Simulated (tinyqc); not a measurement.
Thermal displacements in the Debye model: Debye-Waller factors, bond-length spread and the Lindemann rule: one step, computed by the program tinyqc. Command: `OMP_NUM_THREADS=1 python tinyqc.py 3010941 3010942 out.jsonl debyewaller walk`. One thread of a shared host (Intel(R) Xeon(R) Processor @ 2.30GHz), about 0.01 s of CPU time with the checks.

A Debye spectrum with three branches of one velocity, cut at k_B Theta; 2 atoms per cube, nearest neighbours at d = 0.866025 a.

Question. Recoil-free fraction. A nucleus of this mass is supposed to emit a gamma ray of the energy chosen: recoil energy E_R = E^2/(2 M c^2), wave number k_g = E/(hbar c), recoil-free fraction f = exp(-k_g^2 <u_x^2>).

Inputs (values chosen for the exercise, modelled on tungsten):
```
quantity                  value  unit
atomic mass M            183.84     u
Debye temperature Theta     336     K
temperature T               300     K
gamma-ray energy E         23.9   keV
```

Structure: bcc.

<u_x^2> = 0.002175902 angstrom^2

Constants: e = 1.602176634e-19 C; u = 1.6605390666e-27 kg; c = 299792458 m/s; hbar = 6.582119569e-16 eV s; k_B = 8.617333262e-05 eV/K.

Give: recoil energy; k_g; recoil-free fraction f.

Answer.

recoil energy = 1.668 meV

k_g = 12.11 1/angstrom

recoil-free fraction f = 0.7267
